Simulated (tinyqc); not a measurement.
Landau-Devonshire theory of a uniaxial ferroelectric: one step, computed by the program tinyqc. Command: `OMP_NUM_THREADS=1 python tinyqc.py 3020448 3020449 out.jsonl ferro walk`. One thread of a shared host (Intel(R) Xeon(R) Processor @ 2.30GHz), about 0.01 s of CPU time with the checks.

G(P) = (alpha/2) P^2 + (beta*/4) P^4 + (gamma/6) P^6 - E P per volume, SI units, one domain, P along the polar axis, which is normal to the film.

Problem. Coefficients at T. alpha = alpha_0 (T - T0*), with clamping: T0* = T0 + 4 Q12 u_m/(alpha_0 (s11 + s12)), beta* = beta + 4 Q12^2/(s11 + s12).

Inputs (values chosen for the exercise, modelled on barium titanate): alpha_0 = 694000 J m/(C^2 K); Curie-Weiss temperature T0 = 381 K; beta = -7.88e+08 J m^5/C^4; temperature T = 297 K; misfit strain u_m = -0.0023; electrostriction Q12 = -0.043 m^4/C^2; compliance s11 + s12 = 5.6e-12 m^2/N.

Sample: epitaxial film.

Give: T0*; alpha; beta*.

Solution.

T0* = 482.8 K

alpha = -1.289e+08 J m/C^2

beta* = 5.327e+08 J m^5/C^4

Compression raises T0 by 102 K. beta* > 0: the transition is of second order, although the free crystal has a first-order one.
